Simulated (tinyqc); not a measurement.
# One-diode model of a solar cell: two studies

J is the current delivered and Vj = V + J Rs the junction voltage. J = X JL - J01 (exp(Vj/(n1 Vt)) - 1) - Vj/Rp. The photocurrent does not depend on voltage.

Values chosen for this exercise; values of the order met in cells of a lead-halide perovskite: temperature T = 323 K; photocurrent at one sun JL = 24.1 mA/cm^2; concentration X = 1 suns; saturation current of the diode J01 = 2.1e-12 A/cm^2; ideality factor of the diode n1 = 1.47; series resistance Rs = 0.35 ohm cm^2; shunt resistance Rp = 20000 ohm cm^2; incident power at one sun Pin = 100 mW/cm^2.

Constants: q = 1.602176634e-19 C, kB = 1.380649e-23 J/K, Vt = kB T/q. Results are converted to the units shown.

Each table varies one quantity; the others keep the values above.

## Effect of the shunt resistance

Jsc at V = 0, Voc at J = 0, the maximum power point where J (1 + 2 Rs G) = G Vj with G = -dJ/dVj; FF = Vmp Jmp/(Voc Jsc); efficiency Vmp Jmp/(X Pin). Empirical fill factor without parasitics FF0 = (v - ln(v + 0.72))/(v + 1), v = Voc/(n1 Vt).

Results:
```
Rp (ohm cm^2)  Jsc (mA/cm^2)  Voc (V)  Vmp (V)  Jmp (mA/cm^2)      FF  efficiency (%)     FF0
30                     23.82   0.7202   0.3615          11.91  0.2510           4.306  0.7899
100                    24.02   0.9279   0.7775          15.84  0.5527           12.32  0.8246
300                    24.07   0.9420   0.8066          20.48  0.7283           16.52  0.8265
1000                   24.09   0.9461   0.8132          22.19  0.7917           18.05  0.8271
10000                  24.10   0.9476   0.8154          22.86  0.8164           18.64  0.8273
30000                  24.10   0.9477   0.8156          22.91  0.8182           18.69  0.8273
1e5                    24.10   0.9477   0.8156          22.93  0.8189           18.70  0.8273
```

Estimate the missing row, Rp = 3000 ohm cm^2.

Computed row:
```
Rp (ohm cm^2)  Jsc (mA/cm^2)  Voc (V)  Vmp (V)  Jmp (mA/cm^2)      FF  efficiency (%)     FF0
3000                   24.10   0.9472   0.8149          22.69  0.8100           18.49  0.8272
```

With this row back in the table: As Rp goes from 30 to 1e5, Voc rises from 0.720 to 0.948 V, FF rises from 0.251 to 0.819 and the efficiency rises from 4.31 to 18.7 %. Voc changes by 0.0719 mV a decade between the last two rows and 397 mV between the first two. For Rp = 30, 100 the shunt carries over 0.3 of the photocurrent at open circuit, so it pulls Voc down and FF towards the 1/4 of a resistor.

## Effect of the saturation current of the diode

Same model as above.

The same in every row: Jsc (mA/cm^2) = 24.100.

Effect of the saturation current of the diode:
```
J01 (A/cm^2)  Voc (V)  Vmp (V)  Jmp (mA/cm^2)       FF  efficiency (%)      FF0
2e-14          1.1381  0.99791         23.097  0.84036          23.049  0.84900
2e-13          1.0439  0.90750         23.010  0.83003          20.881  0.83906
2e-12         0.94967  0.81746         22.903  0.81804          18.722  0.82755
2e-11         0.85547  0.72786         22.771  0.80392          16.574  0.81404
2e-10         0.76127  0.63881         22.604  0.78706          14.439  0.79794
2e-9          0.66706  0.55045         22.386  0.76652          12.322  0.77839
```

What does the comparison show?

As J01 goes from 2e-14 to 2e-9, Voc falls from 1.14 to 0.667 V, FF falls from 0.840 to 0.767 and the efficiency falls from 23.0 to 12.3 %. Voc changes by -94.2 mV a decade between the last two rows and -94.2 mV between the first two.

tinyqc, about 0.01 s, one thread, Intel Xeon 2.30GHz (shared host): `OMP_NUM_THREADS=1 python tinyqc.py 2280124 2280125 out.jsonl`
